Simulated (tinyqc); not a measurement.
Wannier function of the lower band of a two-orbital chain: one step. The Wannier function. Three cases, with inputs chosen for the exercise.

Problem. w(R) = (1/N) sum_j exp(2 pi i j R/N) u_j, for the N cells nearest the origin; it is real.

H(k) = [[-d/2 - 2 ta cos k, -t1 - t2 exp(-ik)], [-t1 - t2 exp(ik), d/2 - 2 tb cos k]], k in 1/a, Bloch sums with exp(ikR) and without the positions inside the cell. Mesh k_j = 2 pi j/N. Projection gauge: each lower eigenvector u is multiplied by the phase that makes <trial|u> real and positive (the one-band case of Loewdin orthogonalisation). Wannier amplitudes w(R) = (1/N) sum_k exp(ikR) u(k); hoppings H(R) = (1/N) sum_k exp(-ikR) E(k).

Case 1.

Mesh:
```
j  E lower (eV)  E upper (eV)                   u_A                   u_B  |<trial|u>|
0     -2.003807      2.103807             0.6852508             0.7283071     0.999536
1     -1.863774      1.934484  0.6669752-0.1355677i  0.7199909+0.1355677i     0.980733
2     -1.460248      1.460248  0.6084633-0.2642935i  0.7000502+0.2642935i     0.925259
3     -0.848042      0.777331  0.4824586-0.3712331i  0.7011460+0.3712331i     0.836935
4     -0.276991      0.176991             0.0662273             0.9978046     0.752384
5     -0.848042      0.777331  0.4824586+0.3712331i  0.7011460-0.3712331i     0.836935
6     -1.460248      1.460248  0.6084633+0.2642935i  0.7000502-0.2642935i     0.925259
7     -1.863774      1.934484  0.6669752+0.1355677i  0.7199909-0.1355677i     0.980733
```

Case 2.

Mesh:
```
j  E lower (eV)  E upper (eV)                   u_A                   u_B  |<trial|u>|
0     -2.950776      1.690776             0.7161890             0.6979064     0.969191
1     -2.443339      1.813339  0.7145423-0.0484793i  0.6928408+0.0839685i     0.965232
2     -1.363578      1.993578  0.7138680-0.0616175i  0.6893516+0.1067246i     0.962904
3     -0.770571      2.030571             0.7171331             0.6969362     0.969524
4     -1.363578      1.993578  0.7138680+0.0616175i  0.6893516-0.1067246i     0.962904
5     -2.443339      1.813339  0.7145423+0.0484793i  0.6928408-0.0839685i     0.965232
```

Case 3.

Mesh:
```
j  E lower (eV)  E upper (eV)                   u_A                   u_B  |<trial|u>|
0     -3.493865      3.573865             0.7470008             0.6648232     0.979333
1     -3.133411      3.173411  0.7542721-0.0748074i  0.6392880+0.1295702i     0.972863
2     -2.228438      2.188438  0.7887521-0.1069987i  0.5762597+0.1853272i     0.971209
3     -1.574471      1.494471             0.8436821             0.5368432     0.999072
4     -2.228438      2.188438  0.7887521+0.1069987i  0.5762597-0.1853272i     0.971209
5     -3.133411      3.173411  0.7542721+0.0748074i  0.6392880-0.1295702i     0.972863
```

Give: Amplitudes; norm.

Solution.

Case 1.

Amplitudes:
```
R      on A     on B
-3   0.0212  -0.0135
-2   0.0007  -0.0182
-1  -0.0457   0.1253
0    0.5334   0.7461
1    0.2657  -0.1860
2   -0.1171   0.0997
3    0.0683  -0.0605
4   -0.0413   0.0355
```

norm = 1.0000

Cell 0 holds 84.1 % of the weight.

Case 2.

Amplitudes:
```
R      on A     on B
-2   0.0046  -0.0045
-1  -0.0318   0.0558
0    0.7150   0.6932
1    0.0317  -0.0543
2   -0.0030   0.0087
3   -0.0004  -0.0010
```

norm = 1.0000

Cell 0 holds 99.2 % of the weight.

Case 3.

Amplitudes:
```
R      on A     on B
-2   0.0172  -0.0184
-1  -0.0743   0.1227
0    0.7795   0.6055
1    0.0306  -0.0591
2   -0.0013   0.0138
3   -0.0046   0.0003
```

norm = 1.0000

Cell 0 holds 97.4 % of the weight.

Computed by tinyqc, one run a case: `OMP_NUM_THREADS=1 python tinyqc.py N N+1 out.jsonl` with N = 1450111, 1450576, 1450779; one thread of a shared Intel(R) Xeon(R) Processor @ 2.30GHz, about 0.2 s a run at most.
